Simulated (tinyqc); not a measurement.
Stretching all distances: RHF, UHF, MP2, CISD and CCSD against full CI in the sto-3g basis, for H6, spin multiplicity 1. Computed by the program tinyqc with PySCF. All coordinates are multiplied by the scale. c0^2 is the weight of the RHF determinant in the lowest singlet FCI state (UHF is spin-contaminated and may lie near states of higher spin) and n(LUMO) the first natural occupation beyond the occupied space.

Geometry (angstrom):
```
atom       x       y       z
H     0.0000  0.0000  0.0000
H     0.0000  0.0000  0.7340
H     0.0000  0.0000  1.7160
H     0.0000  0.0000  2.4500
H     0.0000  0.0000  3.4320
H     0.0000  0.0000  4.1660
```

Full CI energy (hartree) and errors against it (kcal/mol):
```
scale  distance 1-2 (angstrom)    E(FCI)      RHF     UHF      MP2    CISD   CCSD  <S^2> UHF   c0^2  n(LUMO)
0.980                    0.719  -3.28363   36.277  36.277   11.195   0.681  0.073      0.000  0.967    0.037
1.170                    0.859  -3.32443   47.804  47.804   16.780   1.516  0.119      0.000  0.947    0.057
1.360                    0.998  -3.27869   63.103  63.103   24.522   3.206  0.198      0.000  0.915    0.084
1.550                    1.138  -3.20002   83.189  82.287   35.017   6.419  0.310      0.252  0.869    0.122
1.930                    1.417  -3.03411  140.106  79.961   65.446  21.025  0.544      1.749  0.723    0.242
2.120                    1.556  -2.96698  176.588  64.356   84.595  33.855  0.575      2.204  0.630    0.322
2.310                    1.696  -2.91467  216.922  47.776  104.684  50.378  0.493      2.504  0.534    0.409
```

Estimate the missing row, scale = 1.74.

Computed row:
```
scale  distance 1-2 (angstrom)    E(FCI)      RHF     UHF     MP2    CISD   CCSD  <S^2> UHF   c0^2  n(LUMO)
1.740                    1.277  -3.11401  108.791  88.514  48.675  12.056  0.438      1.103  0.804    0.174
```

UHF parts from RHF first at scale 1.55 of those listed, where <S^2> leaves zero. The weight c0^2 goes from 0.97 to 0.53 and n(LUMO) from 0.04 to 0.41: static correlation grows as the bonds break into open-shell fragments. The spread of the error along the curve, which distorts its shape, is CCSD 0.5, CISD 49.7, UHF 52.2, MP2 93.5, RHF 180.6 kcal/mol. The table stops here: at scale 2.5 and beyond, the reference weight falls under 0.45 or RHF, UHF or CCSD hop between solutions, so those rows were left out and the spreads given cover only the rows shown. As computed, partly on other solutions, the errors there reach in size RHF 259, UHF 33, MP2 124, CISD 70, CCSD 0 kcal/mol.
